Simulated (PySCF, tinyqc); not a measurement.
RHF in the sto-6g basis, for H4, spin multiplicity 1, step by step. The lowest restricted solution is unstable here: a spin-polarised one lies 0.0957 hartree lower (PySCF). Computed by tinyqc, a small Python program that keeps every step (integrals from PySCF). Settings: charge = 0, multiplicity = 1, basis = sto-6g, energy threshold = 1e-10, iteration cap = 69, orthogonalisation = canonical, start = core, DIIS depth = 0, method = RHF. Command: `OMP_NUM_THREADS=1 python tinyqc.py 21519 21520 out.jsonl` (the two numbers bound the seeds that draw the settings). One thread of a shared host (Intel(R) Xeon(R) Processor @ 2.60GHz), about 0.05 s of CPU time with the checks. Later iterations appear only in the table of the cycle.

## One-electron integrals

Geometry (angstrom):
```
atom         x         y         z
H     0.000000  0.000000  0.000000
H     0.000000  0.000000  1.498000
H     0.000000  0.000000  3.493000
H     0.000000  0.000000  4.990000
```

Basis sto-6g: exponents (1/bohr^2) and contraction coefficients of normalised primitives:
```
element  l (shell)   exponent  coefficient
H            s (1)  35.523221     0.009164
H            s (1)   6.513144     0.049361
H            s (1)   1.822143     0.168538
H            s (1)   0.625955     0.370563
H            s (1)   0.243077     0.416492
H            s (1)   0.100112     0.130334
```

Overlap, kinetic and nuclear-attraction integrals over the contracted functions; the nuclear repulsion is the sum of Za Zb / Rab.

nuclear repulsion = 1.38108323 hartree

overlap S:
```
          1H 1s     2H 1s     3H 1s     4H 1s
1H 1s  1.000000  0.257583  0.008724  0.000402
2H 1s  0.257583  1.000000  0.120866  0.008741
3H 1s  0.008724  0.120866  1.000000  0.257953
4H 1s  0.000402  0.008741  0.257953  1.000000
```

kinetic energy T (hartree):
```
           1H 1s      2H 1s      3H 1s      4H 1s
1H 1s   0.768522   0.009278  -0.002816  -0.000215
2H 1s   0.009278   0.768522  -0.011564  -0.002820
3H 1s  -0.002816  -0.011564   0.768522   0.009371
4H 1s  -0.000215  -0.002820   0.009371   0.768522
```

nuclear attraction V (hartree):
```
           1H 1s      2H 1s      3H 1s      4H 1s
1H 1s  -1.848937  -0.417119  -0.012462  -0.000543
2H 1s  -0.417119  -2.008054  -0.184249  -0.012487
3H 1s  -0.012462  -0.184249  -2.008240  -0.417853
4H 1s  -0.000543  -0.012487  -0.417853  -1.849210
```

core Hamiltonian H = T + V (hartree):
```
           1H 1s      2H 1s      3H 1s      4H 1s
1H 1s  -1.080415  -0.407842  -0.015277  -0.000758
2H 1s  -0.407842  -1.239532  -0.195813  -0.015307
3H 1s  -0.015277  -0.195813  -1.239717  -0.408481
4H 1s  -0.000758  -0.015307  -0.408481  -1.080687
```

## Two-electron integrals

Functions are numbered as in S; the eight-fold symmetry (ij|kl) = (ji|kl) = (kl|ij) leaves the list below.

Two-electron integrals (ij|kl) in chemists' order, unique and non-zero (hartree):
```
(11|11) 0.774999   (21|11) 0.138033   (21|21) 0.037639   (22|11) 0.346225
(22|21) 0.138033   (22|22) 0.774999   (31|11) 0.002868   (31|21) 0.000901
(31|22) 0.004119   (31|31) 0.000030   (32|11) 0.026429   (32|21) 0.009802
(32|22) 0.056281   (32|31) 0.000431   (32|32) 0.007428   (33|11) 0.151495
(33|21) 0.050405   (33|22) 0.264309   (33|31) 0.002868   (33|32) 0.056281
(33|33) 0.774999   (41|11) 0.000095   (41|21) 0.000032   (41|22) 0.000157
(41|31) 1.23e-06   (41|32) 0.000019   (41|33) 0.000157   (41|41) 5.59e-08
(42|11) 0.001512   (42|21) 0.000528   (42|22) 0.002874   (42|31) 0.000025
(42|32) 0.000432   (42|33) 0.004127   (42|41) 1.23e-06   (42|42) 0.000030
(43|11) 0.032386   (43|21) 0.010261   (43|22) 0.050486   (43|31) 0.000528
(43|32) 0.009819   (43|33) 0.138272   (43|41) 0.000032   (43|42) 0.000904
(43|43) 0.037756   (44|11) 0.106048   (44|21) 0.032343   (44|22) 0.151538
(44|31) 0.001510   (44|32) 0.026440   (44|33) 0.346433   (44|41) 0.000095
(44|42) 0.002874   (44|43) 0.138272   (44|44) 0.774999
```

## Orthogonalisation

S = U s U^T; canonical form X = U s^(-1/2), so that X^T S X = 1. Each column of U has its largest component positive (the first on a tie).

eigenvalues of S: 0.683149  0.787412  1.195581  1.333857

X:
```
               1          2          3         4
1H 1s   0.527909   0.623335   0.508749  0.381587
2H 1s  -0.671350  -0.498607   0.400606  0.477766
3H 1s   0.673239  -0.496386  -0.399260  0.478779
4H 1s  -0.530244   0.621634  -0.507635  0.382894
```

## Starting guess

The start is the orbitals of the core Hamiltonian; D = 2 C_occ C_occ^T.

D at the start:
```
           1H 1s      2H 1s      3H 1s      4H 1s
1H 1s   0.280709   0.613311  -0.132744  -0.117226
2H 1s   0.613311   1.404995   0.005208  -0.133245
3H 1s  -0.132744   0.005208   1.403954   0.613642
4H 1s  -0.117226  -0.133245   0.613642   0.281284
```

## Iteration 1: building the Fock matrix

J_ij = sum D_kl (ij|kl), K_ij = sum D_kl (ik|jl); F = H + J - 0.5 K; E = tr D H + tr D J / 2 - 0.25 tr D K + E_nn.

Coulomb J (hartree):
```
          1H 1s     2H 1s     3H 1s     4H 1s
1H 1s  1.154664  0.371024  0.012787  0.000572
2H 1s  0.371024  1.829727  0.196863  0.012813
3H 1s  0.012787  0.196863  1.829604  0.371682
4H 1s  0.000572  0.012813  0.371682  1.155508
```

exchange K (hartree):
```
           1H 1s     2H 1s     3H 1s      4H 1s
1H 1s   0.439006  0.464916  0.010779  -0.017557
2H 1s   0.464916  1.276812  0.162369   0.010753
3H 1s   0.010779  0.162369  1.276441   0.465568
4H 1s  -0.017557  0.010753  0.465568   0.439957
```

Fock matrix F (hartree):
```
           1H 1s      2H 1s      3H 1s      4H 1s
1H 1s  -0.145254  -0.269276  -0.007880   0.008592
2H 1s  -0.269276  -0.048211  -0.080136  -0.007871
3H 1s  -0.007880  -0.080136  -0.048334  -0.269583
4H 1s   0.008592  -0.007871  -0.269583  -0.145158
```

total energy of this density = -1.59973492 hartree

## Iteration 1: diagonalisation and new density

Diagonalise F' = X^T F X, C = X C', fill 2 alpha and 2 beta electrons from the bottom; D = 2 C_occ C_occ^T. Each column has its largest component positive (the first on a tie).

F' = X^T F X (hartree):
```
           1          2          3          4
1   0.314835  -0.000014  -0.031803   0.000089
2  -0.000014   0.174073  -0.000183  -0.063555
3  -0.031803  -0.000183  -0.281883   0.000055
4   0.000089  -0.063555   0.000055  -0.301449
```

orbital energies (hartree): MO1 -0.309797, MO2 -0.283574, MO3 0.182421, MO4 0.316525

coefficients C:
```
            MO1        MO2        MO3        MO4
1H 1s  0.458723   0.536899   0.568173   0.500160
2H 1s  0.408366   0.364737  -0.556809  -0.691545
3H 1s  0.410453  -0.362640  -0.554281   0.693600
4H 1s  0.461377  -0.534209   0.566634  -0.502560
```

D after iteration 1:
```
           1H 1s      2H 1s      3H 1s      4H 1s
1H 1s   0.997374   0.766307  -0.012833  -0.150345
2H 1s   0.766307   0.599591   0.070694  -0.012870
3H 1s  -0.012833   0.070694   0.599959   0.766198
4H 1s  -0.150345  -0.012870   0.766198   0.996495
```

## Iteration 2: building the Fock matrix

As before.

Coulomb J (hartree):
```
          1H 1s     2H 1s     3H 1s     4H 1s
1H 1s  1.441898  0.357654  0.010805  0.000479
2H 1s  0.357654  1.416227  0.151310  0.010826
3H 1s  0.010805  0.151310  1.416630  0.358241
4H 1s  0.000479  0.010826  0.358241  1.441813
```

exchange K (hartree):
```
           1H 1s     2H 1s     3H 1s      4H 1s
1H 1s   1.007127  0.515278  0.028606  -0.012861
2H 1s   0.515278  0.726395  0.107021   0.028640
3H 1s   0.028606  0.107021  0.727095   0.515797
4H 1s  -0.012861  0.028640  0.515797   1.006866
```

Fock matrix F (hartree):
```
           1H 1s      2H 1s      3H 1s      4H 1s
1H 1s  -0.142080  -0.307826  -0.018776   0.006151
2H 1s  -0.307826  -0.186503  -0.098014  -0.018801
3H 1s  -0.018776  -0.098014  -0.186635  -0.308138
4H 1s   0.006151  -0.018801  -0.308138  -0.142308
```

total energy of this density = -1.81150937 hartree

## Iteration 2: diagonalisation and new density

As before.

F' = X^T F X (hartree):
```
           1         2          3          4
1   0.248361  0.000016   0.043073  -0.000048
2   0.000016  0.158483   0.000116   0.000396
3   0.043073  0.000116  -0.340058   0.000047
4  -0.000048  0.000396   0.000047  -0.408903
```

orbital energies (hartree): MO1 -0.408903, MO2 -0.343194, MO3 0.158483, MO4 0.251497

coefficients C:
```
            MO1        MO2        MO3        MO4
1H 1s  0.380834   0.469216   0.623558   0.563601
2H 1s  0.477730   0.448778  -0.498001  -0.640650
3H 1s  0.479507  -0.446621  -0.496325   0.642302
4H 1s  0.382777  -0.467639   0.621944  -0.565570
```

D after iteration 2:
```
           1H 1s      2H 1s      3H 1s      4H 1s
1H 1s   0.730396   0.785019  -0.053897  -0.147298
2H 1s   0.785019   0.859255   0.057282  -0.054005
3H 1s  -0.053897   0.057282   0.858794   0.784804
4H 1s  -0.147298  -0.054005   0.784804   0.730410
```

## Iteration 3: building the Fock matrix

As before.

Coulomb J (hartree):
```
          1H 1s     2H 1s     3H 1s     4H 1s
1H 1s  1.341191  0.362496  0.011487  0.000511
2H 1s  0.362496  1.558083  0.166862  0.011510
3H 1s  0.011487  0.166862  1.558181  0.363110
4H 1s  0.000511  0.011510  0.363110  1.341589
```

exchange K (hartree):
```
           1H 1s     2H 1s     3H 1s      4H 1s
1H 1s   0.814905  0.520231  0.024416  -0.015055
2H 1s   0.520231  0.922135  0.128446   0.024435
3H 1s   0.024416  0.128446  0.922179   0.520720
4H 1s  -0.015055  0.024435  0.520720   0.815313
```

Fock matrix F (hartree):
```
           1H 1s      2H 1s      3H 1s      4H 1s
1H 1s  -0.146677  -0.305462  -0.015999   0.007280
2H 1s  -0.305462  -0.142516  -0.093174  -0.016015
3H 1s  -0.015999  -0.093174  -0.142626  -0.305731
4H 1s   0.007280  -0.016015  -0.305731  -0.146755
```

total energy of this density = -1.83726759 hartree

## Iteration 3: diagonalisation and new density

As before.

F' = X^T F X (hartree):
```
          1          2          3          4
1  0.281157   0.000013   0.019080   0.000000
2  0.000013   0.173627   0.000004  -0.023348
3  0.019080   0.000004  -0.330772   0.000019
4  0.000000  -0.023348   0.000019  -0.383772
```

orbital energies (hartree): MO1 -0.384749, MO2 -0.331367, MO3 0.174603, MO4 0.281752

coefficients C:
```
            MO1        MO2        MO3        MO4
1H 1s  0.407114   0.492212   0.606786   0.543567
2H 1s  0.456365   0.421484  -0.518049  -0.658614
3H 1s  0.457776  -0.419857  -0.516037   0.660420
4H 1s  0.408710  -0.490734   0.605158  -0.545719
```

D after iteration 3:
```
           1H 1s      2H 1s      3H 1s      4H 1s
1H 1s   0.816029   0.786504  -0.040583  -0.150307
2H 1s   0.786504   0.771835   0.063900  -0.040631
3H 1s  -0.040583   0.063900   0.771678   0.786272
4H 1s  -0.150307  -0.040631   0.786272   0.815728
```

## Iteration 12 (converged): orbitals

converged F (hartree):
```
           1H 1s      2H 1s      3H 1s      4H 1s
1H 1s  -0.145856  -0.307021  -0.016773   0.007096
2H 1s  -0.307021  -0.153768  -0.094661  -0.016793
3H 1s  -0.016773  -0.094661  -0.153885  -0.307296
4H 1s   0.007096  -0.016793  -0.307296  -0.145974
```

As before.

F' = X^T F X (hartree):
```
           1          2          3          4
1   0.273997   0.000019   0.025068  -0.000011
2   0.000019   0.170694   0.000031  -0.017493
3   0.025068   0.000031  -0.334027   0.000025
4  -0.000011  -0.017493   0.000025  -0.391132
```

orbital energies (hartree): MO1 -0.391676, MO2 -0.335059, MO3 0.171238, MO4 0.275029

coefficients C:
```
            MO1        MO2        MO3        MO4
1H 1s  0.400567   0.486757   0.611089   0.548500
2H 1s  0.461827   0.428117  -0.513065  -0.654416
3H 1s  0.463319  -0.426366  -0.511187   0.656142
4H 1s  0.402251  -0.485252   0.609510  -0.550556
```

D after iteration 12:
```
           1H 1s      2H 1s      3H 1s      4H 1s
1H 1s   0.794773   0.786764  -0.043893  -0.150143
2H 1s   0.786764   0.793138   0.062877  -0.043949
3H 1s  -0.043893   0.062877   0.792904   0.786531
4H 1s  -0.150143  -0.043949   0.786531   0.794551
```

## Convergence

Stop when the energy changes by less than 1e-10 hartree and every element of the error matrix X^T (F D S - S D F) X is below 3e-06.

Course of the cycle:
```
iteration  E (hartree)     change  largest element of the error matrix
1          -1.59973492          -                             4.08e-01
2          -1.81150937  -2.12e-01                             1.48e-01
3          -1.83726759  -2.58e-02                             5.09e-02
4          -1.84005278  -2.79e-03                             1.63e-02
5          -1.84034972  -2.97e-04                             5.41e-03
6          -1.84038131  -3.16e-05                             1.73e-03
7          -1.84038468  -3.36e-06                             5.75e-04
8          -1.84038503  -3.58e-07                             1.84e-04
9          -1.84038507  -3.80e-08                             6.11e-05
10         -1.84038508  -4.05e-09                             1.96e-05
11         -1.84038508  -4.30e-10                             6.50e-06
12         -1.84038508  -4.58e-11                             2.09e-06
```

PySCF RHF in the same basis = -1.84038508 hartree

Converged in 12 iterations.

## Populations, bond orders and dipole

Mulliken: Z minus the diagonal of D S on the atom; Loewdin: the same with S^(1/2) D S^(1/2); Mayer order: 2 sum_s sum (D(s) S)_ij (D(s) S)_ji over the two atoms.

Charges (e):
```
atom   Mulliken    Loewdin
1H     0.003013   0.002499
2H    -0.003010  -0.002496
3H    -0.003009  -0.002493
4H     0.003006   0.002490
```

Mayer bond orders:
```
pair      order
2-1    0.976587
3-1   -0.000397
3-2    0.023801
4-1    0.023801
4-2   -0.000397
4-3    0.976587
```

dipole moment about the origin, x y z (debye): 0.000000  0.000000  -0.000095
